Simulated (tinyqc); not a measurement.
Level against strength of the defect: Koster-Slater impurity in an sp3s* host.

sp3s* tight binding, nearest neighbours only: anion (a) at 0, cation (c) at a/4 (1,1,1), orbitals s, px, py, pz, s* on each; k in units of 2 pi/a. With phases e_j = exp(i (pi/2) k.n_j) for n = (1,1,1), (1,-1,-1), (-1,1,-1), (-1,-1,1): g0 = (e1+e2+e3+e4)/4, g1 = (e1+e2-e3-e4)/4, g2 = (e1-e2+e3-e4)/4, g3 = (e1-e2-e3+e4)/4. The diagonal holds the levels Esa, Epa, Exa (s*) and Esc, Epc, Exc. Anion-cation block: <sa|sc> = Vss g0; <sa|xc> = Vsapc g1; <xa|sc> = -Vscpa g1; <xa|xc> = Vxx g0; <xa|yc> = <ya|xc> = Vxy g3, <xa|zc> = <za|xc> = Vxy g2, <ya|zc> = <za|yc> = Vxy g1; <s*a|xc> = Vxapc g1; <xa|s*c> = -Vpaxc g1; y and z take g2 and g3 in place of g1; s-s* and s*-s* vanish.

A defect on a cation site (c) shifts the s level there by Vs or the three p levels by Vp and leaves the rest. A level in the gap solves 1/Vs = G_s(E) (symmetry A1) or 1/Vp = G_p(E) (T2, threefold), with G(E) = (1/N^3) sum over k and bands of w/(E - e), where w is the weight of the state on the s orbital of that site, or the mean weight on its px, py, pz. Mesh: k = f1 (-1,1,1) + f2 (1,-1,1) + f3 (1,1,-1), f = (j + 1/2)/N, j = 0 to N - 1. Energies from the top of the valence band at Gamma; the s* orbital of the site is left as it is. An infinite shift removes the s or p orbitals, the model of the ideal vacancy: G(E) = 0.

Values chosen for the exercise (out of a larger set: near a published set for SiC; not measured data): p = (-8.462, 2.119, -4.852, 4.351, 9.635, 9.307, -12.456, 3.03, 5.9, 9.472, 9.217, 8.694, 4.423) eV (order Esa, Epa, Esc, Epc, Exa, Exc, Vss, Vxx, Vxy, Vsapc, Vscpa, Vxapc, Vpaxc); N = 4 (mesh).

Eg (smallest gap of the host) = 2.32001 eV

A dash: no level in the gap from 0 to Eg. The last row is the ideal vacancy.

Levels (eV above the valence band):

| shift (eV) | A1 | T2 |
|---|---|---|
| -40 | 1.164 | 1.128 |
| -20 | 2.123 | 1.433 |
| -12 | - | 1.746 |
| -8 | - | 1.987 |
| -5 | - | 2.187 |
| -3 | - | 2.303 |
| +3 | - | - |
| +5 | - | - |
| +8 | - | - |
| +12 | - | 0.028 |
| +20 | - | 0.246 |
| +40 | - | 0.492 |
| vacancy | - | 0.797 |

A1: a level lies in the gap for the attractive shifts -20 and -40 eV, and no repulsive one does; G has no zero in the gap, so there is no vacancy level there and a strong enough shift drives the level out through the far edge. T2: a level lies in the gap for the attractive shifts -3, -5, -8, -12, -20 and -40 eV and for the repulsive +12, +20 and +40 eV; both branches tend to the vacancy level, 0.797 eV, which pins them. A level passes the edges where the shift equals 1/G, a value that is sensitive to the mesh there: on this one 1/G(0) = -283.1 and 1/G(Eg) = -17.2 eV for s, 11.2 and -2.6 eV for p.

Run: tinyqc, `OMP_NUM_THREADS=1 python tinyqc.py 1482495 1482496 out.jsonl`; Intel(R) Xeon(R) Processor @ 2.30GHz, one thread, shared host; about 0.02 s of CPU time with all checks.
